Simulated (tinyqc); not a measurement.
Raising U: Hubbard chain of 4 sites, mean field against exact. Computed by the program tinyqc. Command: `OMP_NUM_THREADS=1 python tinyqc.py 110273 110274 out.jsonl`; one thread of a shared host (Intel(R) Xeon(R) Processor @ 2.60GHz), about 3 s.

one-body matrix (hopping and site energies) (eV):
```
         1        2        3        4
1   0.0700  -1.3200   0.0000   0.0000
2  -1.3200   0.4500  -1.3200   0.0000
3   0.0000  -1.3200   0.0800  -1.3200
4   0.0000   0.0000  -1.3200  -0.4700
```

electrons, up and down: 2  2

Collinear unrestricted mean field (the lowest of 40 random starts) against exact diagonalisation.

Exact and mean-field results (eV):

| U | U/t | E exact | E mean field | mean \|n_up - n_down\| | double occupancy, exact | first gap in the sector |
|---|---|---|---|---|---|---|
| 0.660 | 0.500 | -5.21798 | -5.18562 | 0.000 | 0.229 | 1.445 |
| 1.320 | 1.000 | -4.64689 | -4.51665 | 0.000 | 0.203 | 1.293 |
| 2.640 | 2.000 | -3.70222 | -3.21015 | 0.368 | 0.155 | 1.046 |
| 3.960 | 3.000 | -2.99024 | -2.32251 | 0.689 | 0.116 | 0.859 |
| 5.280 | 4.000 | -2.46121 | -1.77404 | 0.817 | 0.086 | 0.717 |
| 7.920 | 6.000 | -1.76542 | -1.16857 | 0.917 | 0.050 | 0.527 |
| 10.560 | 8.000 | -1.34716 | -0.85115 | 0.953 | 0.031 | 0.411 |
| 15.840 | 12.000 | -0.88465 | -0.52742 | 0.979 | 0.015 | 0.282 |
| 26.400 | 20.000 | -0.48876 | -0.26545 | 0.993 | 0.006 | 0.172 |

In absolute terms mean field is worst at U/t = 4.0, 0.687 eV too high: at small U it is nearly exact, and at large U it misses only exchange-scale energies. Its local moments set in at U/t = 2.0 of those listed, a broken symmetry that the exact state of a finite cluster with equal spins does not have. Relative to the exact energy its error is 0.6 % at the smallest U, 46 % at most and 46 % at the largest. The double occupancy falls from 0.229 to 0.006.
